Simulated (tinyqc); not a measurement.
Piezoresistors in the (001) plane of a cubic crystal: two steps of the calculation.

Plane stress in crystal axes x = [100], y = [010]. First-order piezoresistance: d rho_xx/rho = p11 sxx + p12 syy, d rho_yy/rho = p12 sxx + p11 syy, d rho_xy/rho = p44 sxy; a resistor along d = (cos th, sin th) changes by dR/R = d.(d rho/rho).d. Changes of geometry and second-order terms are left out.

Inputs (values chosen for the exercise); coefficients close to those of lightly doped n-type silicon:
- p11 = -104 x 1e-11/Pa (piezoresistive coefficient)
- p12 = 50.9 x 1e-11/Pa (piezoresistive coefficient)
- p44 = -13.9 x 1e-11/Pa (piezoresistive coefficient)
- th = 30 deg (angle of the current from [100])
- Vb = 1.2 V (bridge supply)
- E = 158 GPa (Young's modulus along [110])

Problem 1. Resistors at th and th + 90 degrees, and the bridge. dR/R = d.(d rho/rho).d. A full bridge with two resistors of each kind in opposite arms gives Vout = Vb (a - b)/(2 + a + b), a and b the two dR/R.

d rho/rho (%):
```
            x          y
x  -12.602200  -0.917400
y   -0.917400  12.336700
```

Give: dR/R at th; dR/R at th + 90; Vout.

Solution 1.

dR/R at th = -7.1620 %
dR/R at th + 90 = 6.8965 %
Vout = -84.463 mV

Problem 2. Longitudinal and transverse coefficients. For uniaxial stress along or across the current: pL = p11 - (A/2) sin^2(2 th), pT = p12 + (A/2) sin^2(2 th), A = p11 - p12 - p44. Gauge factor along [110]: E (p11 + p12 + p44)/2.

Find: A; pL; pT; gauge factor.

Solution 2.

A = -141.0 x 1e-11/Pa
pL = -51.12 x 1e-11/Pa
pT = -1.975 x 1e-11/Pa
gauge factor = -52.93

Computed by the program tinyqc: `OMP_NUM_THREADS=1 python tinyqc.py 2530058 2530059 out.jsonl`, one thread of a shared Intel Xeon 2.30GHz, about 0.01 s for the whole run.
